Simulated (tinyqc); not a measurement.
Deep trap from a strong local potential in a two-band host (Koster-Slater model with semi-elliptic bands): one step, computed by the program tinyqc. Command: `OMP_NUM_THREADS=1 python tinyqc.py 3028802 3028803 out.jsonl deeptrap walk`. One thread of a shared host (Intel(R) Xeon(R) Processor @ 2.30GHz), about 0.03 s of CPU time with the checks.

The valence band spans -2 W_v to 0 and the conduction band E_g to E_g + 2 W_c. The orbital at the impurity site has weight f_v in the valence band and 1 - f_v in the conduction band, each spread as a semi-ellipse (2/(pi W^2)) sqrt(W^2 - x^2) about the band centre. The impurity adds U to this orbital. Spin is left out.

Question. Green function at the trial energy. In the gap G(E) = f_v (2/W_v^2)[x - sqrt(x^2 - W_v^2)] - (1 - f_v)(2/W_c^2)[y - sqrt(y^2 - W_c^2)], x = E + W_v, y = E_g + W_c - E. The potential that would put a level at E is U = 1/G(E).

Inputs (values chosen for the exercise, for a model semiconductor):
```
quantity                                value  unit
gap E_g                                  6.36    eV
half-width of the valence band W_v          6    eV
half-width of the conduction band W_c     2.3    eV
valence weight f_v of the site orbital   0.54     -
trial energy E                           4.97    eV
```

Impurity: attractive, donor-like.

Give: valence part; conduction part; G(E); potential needed.

Answer.

valence part = 0.053588 1/eV

conduction part = -0.13991 1/eV

G(E) = -0.086325 1/eV

potential needed = -11.584 eV
